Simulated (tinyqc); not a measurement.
Valley splitting of a silicon quantum well in envelope theory: sweeps and comparisons. A value that a table varies takes the place of the one given here.

The well lies at 0 < z < L; U(z) = V0 [1/(1 + exp(z/w)) + 1/(1 + exp((L - z)/w))] - e F z, 1 mV/nm = 1e-4 eV/angstrom. The envelope psi solves -(c/ml) psi'' + U psi = E psi, c = hbar^2/2m0, by three-point differences on a grid of 0.1 angstrom from -40 to L + 40 angstrom. The two valleys at +/- k0 couple through D = C0 times the integral of exp(-i q z) U(z) psi^2, q = 2 k0 (2 pi/a), and split by Ev = 2|D|.

Random alloy: with Y(z) = Yw + (Yb - Yw) B(z), B the bracket in U, and in-plane density exp(-r^2/ad^2)/(pi ad^2), D gains a random complex part of variance sigma^2 = (C0^2/pi)(a^2 V0/(8 ad (Yb - Yw)))^2 (4/a) times the integral of psi^4 Y (1 - Y). Alone it gives a mean splitting sqrt(pi) sigma; together with the smooth part the rms splitting is 2 sqrt(|D|^2 + sigma^2).

Constants: hbar^2/2m0 = 3.80998211 eV angstrom^2.

Parameters, chosen for this exercise (near those of a strained Si well in SiGe; shifted at random, so the results belong to these values and not to a real crystal):
- L = 54 angstrom (well width)
- V0 = 0.16 eV (conduction offset)
- ml = 0.913 m0 (mass along z)
- F = 11.4 mV/nm (field pressing towards the upper interface)
- k0 = 0.838 2 pi/a (valley position)
- a = 5.431 angstrom (lattice constant)
- C0 = 0.277 (Bloch overlap factor)
- Yb = 0.26 (Ge share of the barrier)
- Yw = 0.02 (Ge share of the well)
- ad = 110 angstrom (dot radius)
- ws = (0.3, 0.6, 0.8, 1.4, 2.2, 2.8, 4.9) angstrom (interface widths)
- Ls = (54, 55.4, 56.7, 58.1, 59.4, 60.8, 62.1, 63.5) angstrom (widths in steps of one atomic layer, a/4, rounded to the grid)
- F2 = 0 mV/nm (second field, zero or weak)
- w1 = 0.6 angstrom (interface width for this table)
- w = 0.9 angstrom (interface width parameter)

## Sharpness of the interface

The smooth part 2|D| and the disorder part against w, beside y/sinh(y) with y = pi q w. The 12 to 88 % width of the step is 4w.

Results:
```
w (angstrom)  4w (angstrom)  2|D| (micro-eV)  y/sinh(y)  sqrt(pi) sigma (micro-eV)
0.3                     1.2           208.01       0.60                      125.0
0.6                     2.4            66.39       0.19                      125.3
0.8                     3.2            26.43      0.075                      125.7
1.4                     5.6             1.24     0.0034                      127.1
2.2                     8.8             0.02    4.1e-05                      130.0
2.8                    11.2             0.00    1.3e-06                      132.9
4.9                    19.6             0.00    6.5e-12                      149.2
```

The smooth part needs a Fourier component of U psi^2 at a wavelength of 3.24 angstrom; from the first row to the third it falls by a factor 7.87, while y/sinh(y) falls by 8.09 (the envelope near the step and the phase between the two interfaces change too). The disorder part goes from 125.0 to 149.2 micro-eV, growing as the electron overlaps more alloy. It takes over between w = 0.3 and 0.6 angstrom, that is a step 1.2 to 2.4 angstrom wide, with 1.36 angstrom to an atomic layer.

## Adding atomic layers

The smooth splitting Ev = 2|D| with w = w1, at the field F2 and at F.

Results:
```
L (angstrom)  q L mod 2 pi  Ev at F2 (micro-eV)  Ev at F (micro-eV)
54.0                  4.17                 33.3                66.4
55.4                  0.61                 12.1                63.2
56.7                  3.13                 22.8                64.2
58.1                  5.84                 22.3                64.0
59.4                  2.08                 8.92                62.9
60.8                  4.79                 24.8                63.9
62.1                  1.03                 4.31                62.8
63.5                  3.74                 20.6                63.4
```

At F2 the splitting swings between 4.31 and 33.3 micro-eV, a ratio of 7.73, as the two interfaces add with the phase q L, which advances on average by 2.63 rad a layer. At F the ratio is 1.06, where in the first row psi^2 at the upper interface is 34.1 times that at the lower one: one interface dominates and the interference fades.

## What each parameter does

Orbital spacing, psi^2 at z = L, the smooth splitting and sigma; V0 is held fixed when Yw changes. Each row changes one parameter from the base and keeps the others.

Results:
```
case               E2 - E1 (meV)  psi^2(L) (1e-3/angstrom)  2|D| (micro-eV)  sigma (micro-eV)
base                       36.19                     6.831            16.24              71.0
ad = 150 angstrom          36.19                     6.831            16.24              52.1
Yw = 0.05                  36.19                     6.831            16.24             124.6
L = 60 angstrom            33.45                     6.690            15.61              70.3
V0 = 0.2 eV                37.20                     5.365            16.28              88.6
w = 1.17 angstrom          36.40                     6.578             4.13              71.3
F = 17.1 mV/nm             42.05                    10.100            23.76              76.1
k0 = 0.818 2 pi/a          36.19                     6.831            17.74              71.0
C0 = 0.332                 36.19                     6.831            19.47              85.1
```

The largest shifts from the base row, up to three for each result and ties (the steps differ in size, so this ranks the rows, not the parameters). E2 - E1 (meV): F +5.86, L -2.74, V0 +1.01; unchanged at the printed digits by ad, Yw, k0 and C0. psi^2(L) (1e-3/angstrom): F +3.269, V0 -1.466, w -0.253; unchanged at the printed digits by ad, Yw, k0 and C0. 2|D| (micro-eV): w -12.11, F +7.52, C0 +3.22; unchanged at the printed digits by ad and Yw. sigma (micro-eV): Yw +53.6, ad -18.9, V0 +17.6; unchanged at the printed digits by k0.

tinyqc: `OMP_NUM_THREADS=1 python tinyqc.py 1282042 1282043 out.jsonl`; about 0.1 s, one thread, shared Intel(R) Xeon(R) Processor @ 2.30GHz.
